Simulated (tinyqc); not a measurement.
Defect, radiative and Auger recombination at equal electron and hole densities (ABC model): sweeps and comparisons. A value that a table varies takes the place of the one given here.

J/(e d) = Ae n + B n^2 + C n^3 with Ae = A + 4 S/w (four side walls, carriers spread evenly), e = 1.602176634e-19 C, lengths in cm; internal efficiency IQE = B n^2/(Ae n + B n^2 + C n^3); all injected carriers recombine in the layer.

Values chosen for the exercise (orders of magnitude like those quoted for GaN; shifted at random, so the results belong to these values and not to a real crystal): A = 12000000 1/s (defect rate); B = 1.4e-12 cm^3/s (radiative coefficient); C = 1.4e-31 cm^6/s (Auger coefficient); S = 0 cm/s (recombination velocity of the side walls); w = 140 micrometre (side of the square mesa); d = 5.3 nm (active thickness); S2 = 330 cm/s (recombination velocity of the side walls in this comparison); J = 0.73 A/cm^2 (current density).

## Efficiency against current

The slope is d ln(B n^2)/d ln J = 2 (Ae + B n + C n^2)/(Ae + 2 B n + 3 C n^2).

Results:

| J (A/cm^2) | n (1/cm^3) | IQE | slope | differential lifetime (ns) |
|---|---|---|---|---|
| 0.030 | 2.93e+16 | 0.00341 | 1.993 | 82.8 |
| 0.10 | 9.70e+16 | 0.0112 | 1.977 | 81.5 |
| 0.40 | 3.75e+17 | 0.0419 | 1.914 | 76.3 |
| 2.0 | 1.61e+18 | 0.154 | 1.661 | 56.8 |
| 7.0 | 4.10e+18 | 0.286 | 1.316 | 32.7 |
| 30 | 9.41e+18 | 0.351 | 0.995 | 13.2 |
| 1.0e+02 | 1.63e+19 | 0.317 | 0.851 | 5.90 |
| 4.0e+02 | 2.85e+19 | 0.241 | 0.765 | 2.31 |
| 2.0e+03 | 5.16e+19 | 0.158 | 0.717 | 0.785 |
| 7.0e+03 | 8.03e+19 | 0.109 | 0.698 | 0.340 |

What can be read from the table?

IQE peaks at 0.351 for J = 29.1 A/cm^2, where the slope passes 1. It is 0.00341 at the lowest current and 0.109 at the highest, a droop of 69 %. The slope runs from 1.99 to 0.70; its limits are 2 (defects alone), 1 (radiation alone) and 2/3 (Auger alone).

## Shrinking the mesa

S = S2; w takes the values listed.

Results:

| w (micrometre) | Ae (1/s) | IQE_max | J at the peak (A/cm^2) | IQE at J |
|---|---|---|---|---|
| 200 | 1.21e+07 | 0.350 | 29.3 | 0.0707 |
| 100 | 1.21e+07 | 0.349 | 29.5 | 0.0700 |
| 50 | 1.23e+07 | 0.348 | 29.9 | 0.0687 |
| 20 | 1.27e+07 | 0.345 | 31.2 | 0.0651 |
| 10 | 1.33e+07 | 0.339 | 33.4 | 0.0595 |
| 5 | 1.46e+07 | 0.328 | 37.9 | 0.0503 |
| 2 | 1.86e+07 | 0.303 | 52.2 | 0.0325 |
| 1 | 2.52e+07 | 0.271 | 78.8 | 0.0182 |

What can be read from the table?

The walls equal the bulk defect rate at w = 4 S/A = 1.1 micrometre. From 200 to 1 micrometre the peak efficiency falls from 0.35 to 0.271 and moves to a current 2.69 times higher; at the fixed J the efficiency goes from 0.0707 to 0.0182. For large w diffusion to the walls, left out here, would limit the loss.

## Spreading the carriers over a thicker layer

d is multiplied by the factor listed, at the same J.

Results:

| factor | n (1/cm^3) | defect | radiative | Auger |
|---|---|---|---|---|
| 0.10 | 4.22e+18 | 0.588 | 0.289 | 0.122 |
| 0.20 | 2.59e+18 | 0.724 | 0.219 | 0.0568 |
| 0.50 | 1.23e+18 | 0.861 | 0.124 | 0.0153 |
| 1.0 | 6.62e+17 | 0.924 | 0.0713 | 0.00472 |
| 2.0 | 3.44e+17 | 0.960 | 0.0385 | 0.00132 |
| 5.0 | 1.41e+17 | 0.984 | 0.0162 | 0.000228 |
| 10 | 7.10e+16 | 0.992 | 0.00822 | 5.84e-05 |
| 20 | 3.57e+16 | 0.996 | 0.00414 | 1.48e-05 |

What can be read from the table?

The best factor listed is 0.1 (IQE 0.2895); the optimum factor equals J/J_peak = 0.0251, a layer of 0.133 nm (too thin to grow, so J would have to rise instead), since only J/d matters and the peak value 0.351 does not depend on d. A thicker layer trades Auger loss (0.122 to 1.48e-05) for defect loss (0.588 to 0.996).

## What moves the efficiency

IQE_max = Q/(Q + 2) with Q = B/sqrt(Ae C), reached at n = sqrt(Ae/C). Each row changes one parameter from the base and keeps the others.

Results:

| case | n (1/cm^3) | IQE | IQE_max | J at the peak (A/cm^2) |
|---|---|---|---|---|
| base | 6.619e+17 | 0.07135 | 0.3507 | 29.1 |
| A = 24000000 1/s | 3.508e+17 | 0.02004 | 0.2763 | 73.7 |
| B = 2.1e-12 cm^3/s | 6.413e+17 | 0.1005 | 0.4475 | 34.2 |
| C = 2.8e-31 cm^6/s | 6.590e+17 | 0.07073 | 0.2763 | 18.4 |
| d = 10.6 nm | 3.439e+17 | 0.03853 | 0.3507 | 58.1 |
| J = 2.19 A/cm^2 | 1.736e+18 | 0.1637 | 0.3507 | 29.1 |

What does this show?

The largest shifts from the base row, up to three for each result and ties (the steps differ in size, so this ranks the rows, not the parameters). n (1/cm^3): J +1.07e+18, d -3.18e+17, A -3.11e+17. IQE: J +0.0923, A -0.0513, d -0.0328. IQE_max: B +0.0969, A -0.0743, C -0.0743; unchanged at the printed digits by d and J. J at the peak (A/cm^2): A +44.7, d +29.1, C -10.6; unchanged at the printed digits by J.

Computed by tinyqc, a small Python program: `OMP_NUM_THREADS=1 python tinyqc.py 1682371 1682372 out.jsonl` (the numbers bound the seed that draws the inputs); one thread of a shared host (Intel(R) Xeon(R) Processor @ 2.30GHz), about 0.01 s for the whole set of steps.
